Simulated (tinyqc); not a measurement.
Worked calculation: free-carrier optics of a doped semiconductor (Drude model with one polar phonon). Values are carried at full precision from step to step, so a last printed digit may differ when a step is redone from the rounded ones.

eps(E) = ei [1 - Ep^2/(E^2 + i E Gam)] + (es - ei) wT^2/(wT^2 - E^2 - i E gT), with Ep^2 = 8 pi c (e^2/(4 pi eps0)) N/(m ei), c = hbar^2/2m0, N in 1/angstrom^3 (1e-24 per 1/cm^3); Gam = hbar/tau, tau = mu m m0/e with m0/e = 5.685630e-12 kg/C and mu in m^2/(V s). Energies in meV.

Constants: hbar^2/2m0 = 3.80998211 eV angstrom^2; e^2/(4 pi eps0) = 14.39964547 eV angstrom; hbar = 6.58211957e-16 eV s; hbar c = 1973.269805 eV angstrom.

Parameters, chosen for this exercise (mass and dielectric values near those of InAs; N and mu are free inputs; interband absorption and the rise of the mass with filling are left out; shifted at random, so the results belong to these values and not to a real crystal):
```
symbol  value    unit        meaning
N       2.7e+17  1/cm^3      carrier density
m       0.0281   m0          conductivity mass
mu      13000    cm^2/(V s)  mobility
ei      12.37                high-frequency dielectric constant
wT      26.8     meV         TO phonon
es      15.28                static dielectric constant
gT      0.8      meV         phonon damping
E       48.6     meV         photon energy
```

## Plasma energy and damping

Evaluate Ep, tau, Gam, the plasma wavelength hc/Ep (hc = 1239.841984 eV nm) and the dc resistivity 1/(e N mu), e = 1.602176634e-19 C.

Ep = 32.727 meV
tau = 207.70 fs
Gam = 3.169 meV
plasma wavelength = 37.88 micrometre
rho = 0.00178 ohm cm

Ep/Gam = 10.33: the plasma edge is sharp.

## Dielectric function at one energy

Insert the numbers.

free-carrier term = -5.5854+0.3642i
eps = 5.5137+0.3943i

## Optical constants

n + i k = sqrt(eps1 + i eps2) with k >= 0; R = ((n - 1)^2 + k^2)/((n + 1)^2 + k^2) at normal incidence from vacuum; alpha = 2 E k/(hbar c), times 1e8 for 1/cm; loss function Im(-1/eps) = eps2/(eps1^2 + eps2^2).

Convert eps at the photon energy E (in meV) into the optical constants.

n = 2.3496
k = 0.0839
R = 0.1629
alpha = 413 1/cm

Light of this energy penetrates 1/alpha = 24.2 micrometre.

## Coupled plasmon-phonon modes

Without damping eps = 0 gives E^4 - (wL^2 + Ep^2) E^2 + Ep^2 wT^2 = 0 with wL = wT sqrt(es/ei) (Lyddane-Sachs-Teller).

wL = 29.79 meV

L-, L+ (meV): [23.32, 37.61]

L+ lies 4.88 meV above the larger of wL and Ep; L- lies below wT by 3.48 meV.

## Checks

- Integral of E eps2 of the free-carrier term against (pi/2) ei Ep^2 (meV^2): both 20811.

tinyqc: `OMP_NUM_THREADS=1 python tinyqc.py 1651597 1651598 out.jsonl`; about 0.01 s, one thread, shared Intel(R) Xeon(R) Processor @ 2.30GHz.
